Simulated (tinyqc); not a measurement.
## Inverter chain driving a load

N inverters, each f = Hc^(1/N) times larger than the one before: delay tau N (f + pp). Switched capacitance in units of the first input, with output capacitance pp times the input: Hc + (1 + pp)(Hc - 1)/(f - 1).

Inputs (values chosen for the exercise):
- Hc = 22 (load over the input capacitance of the chain)
- pp = 1 (parasitic delay of an inverter)
- tau = 3.4 ps (delay unit)

Inverter chain driving a load:

| N | f | delay (ps) | switched capacitance |
|---|---|---|---|
| 1 | 22.00 | 78.20 | 24.00 |
| 2 | 4.690 | 38.69 | 33.38 |
| 3 | 2.802 | 38.78 | 45.31 |
| 4 | 2.166 | 43.05 | 58.03 |
| 5 | 1.856 | 48.55 | 71.09 |
| 6 | 1.674 | 54.55 | 84.32 |

What does the comparison show?

The delay goes from 78.2 through a minimum of 38.7 (at N = 2 among the rows listed) to 54.5 ps. The best stage effort solves pp + rho (1 - ln rho) = 0, rho = 3.59, which gives N = ln Hc/ln rho = 2.42. One stage fewer than the best costs 100 % in delay and saves 28 % of the switched capacitance.

tinyqc, about 0.01 s, one thread, Intel Xeon 2.30GHz (shared host): `OMP_NUM_THREADS=1 python tinyqc.py 2082006 2082007 out.jsonl`
